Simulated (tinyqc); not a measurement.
From results back to parameters: configuration-coordinate model of carrier capture at a defect. Three cases, with inputs chosen for the exercise.

Problem. For two parabolas of equal curvature the ionisation peak lies at ET + ER, the emission barrier is (ER + ET)^2/(4 ER), and the standard deviation of the band at T = 0 is sqrt(ER hw). The values come from hidden ET, ER and hw.

Case 1.

ionisation peak = 0.4400 eV
emission barrier = 0.345714 eV
standard deviation at T = 0 = 0.070993 eV

Case 2.

ionisation peak = 0.9900 eV
emission barrier = 0.281638 eV
standard deviation at T = 0 = 0.097826 eV

Case 3.

ionisation peak = 0.5900 eV
emission barrier = 0.725208 eV
standard deviation at T = 0 = 0.065727 eV

Find: ET, ER, hw; capture barrier.

Solution. ER is the squared peak energy over four times the emission barrier; ET is the rest, hw = variance/ER, and the capture barrier is the emission barrier less ET.

Case 1.

ET, ER, hw (eV): 0.300  0.140  0.036

capture barrier = 0.046 eV

Case 2.

ET, ER, hw (eV): 0.120  0.870  0.011

capture barrier = 0.162 eV

Case 3.

ET, ER, hw (eV): 0.470  0.120  0.036

capture barrier = 0.255 eV

Computed by tinyqc, one run a case: `OMP_NUM_THREADS=1 python tinyqc.py N N+1 out.jsonl` with N = 1450237, 1450240, 1450260; one thread of a shared Intel(R) Xeon(R) Processor @ 2.30GHz, about 0.01 s a run at most.
